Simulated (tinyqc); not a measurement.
Finite line against the semi-infinite law: electromigration in a confined line: Blech product, Korhonen stress evolution and Black's law. Computed by tinyqc, a small Python program. Command: `OMP_NUM_THREADS=1 python tinyqc.py 3027485 3027486 out.jsonl emigr walk`. One thread of a shared host (Intel(R) Xeon(R) Processor @ 2.30GHz), about 0.01 s of CPU time with the checks.

The electron wind pushes atoms from the cathode (x = 0) to the anode (x = L); blocking ends build a back stress (tension positive). The input rho is taken not to change with temperature. d sigma/dt = d/dx [kappa (d sigma/dx + G)], with zero flux at both ends and sigma = sigma_0 at t = 0.

Inputs (values chosen for the exercise, close to those used for ruthenium lines): resistivity rho = 12.6 micro-ohm cm; atomic volume Omega = 13.6 angstrom^3; effective charge number Z* = 1.2; prefactor D0 = 5.6e-07 m^2/s; activation energy E = 1.37 eV; effective modulus B = 54 GPa; critical stress sigma_c = 440 MPa; initial stress sigma_0 = 200 MPa; current density j = 5 MA/cm^2; line length L = 84 um; test temperature T = 340 C.

Start: thermal stress.

Constants: e = 1.602176634e-19 C; k_B = 8.617333262e-05 eV/K; k_B = 1.380649e-23 J/K.

Method:
- G = Z* e rho j/Omega; D = D0 exp(-E/(k_B T)); kappa = D B Omega/(k_B T); drift velocity of an unconfined line v = D Z* e rho j/(k_B T). SI: 1 micro-ohm cm = 1e-8 ohm m, 1 MA/cm^2 = 1e10 A/m^2.
- Temperatures in kelvin are T(C) + 273.15.
- At steady state sigma(x) = sigma_0 + G (L/2 - x). A void forms only if the cathode stress reaches sigma_c, that is if j L exceeds (j L)_c = 2 Omega (sigma_c - sigma_0)/(Z* e rho). Time scale tau = L^2/kappa.
- sigma(x, t) = sigma_0 + G L [1/2 - x/L - 4 sum_(m odd) cos(m pi x/L) exp(-m^2 pi^2 s)/(m pi)^2], s = t/tau, summed to m = 399.
- Semi-infinite line: sigma(0, t) = sigma_0 + 2 G L sqrt(s/pi). One-term form: keep m = 1 alone.

tau = 7353.29 h

stress gradient G = 89.0622 MPa/um

Cathode stress (MPa):
```
s           t (h)  full series  semi-infinite  one term
0.002  1.4707e+01        577.5          577.5     967.8
0.005  3.6766e+01        796.9          796.9    1054.6
0.01   7.3533e+01       1044.2         1044.2    1193.5
0.02   1.4707e+02       1393.8         1393.8    1451.7
0.05   3.6766e+02       2085.6         2087.6    2089.6
0.1    7.3533e+02       2810.5         2869.5    2810.6
0.2    1.4707e+03       3519.4         3975.2    3519.4
0.4    2.9413e+03       3882.1         5539.0    3882.1
0.8    5.8826e+03       3939.5         7750.4    3939.5
```

Among these rows the semi-infinite law holds to 1 % up to s = 0.05 and the one-term form from s = 0.05 on: the far end is felt once sqrt(kappa t) is no longer small against L, and by then the terms with m > 1 have nearly died out. The critical stress 440 MPa is already passed in the first row. Caution: rows beyond sigma_c are formal, since a void ends the model there.
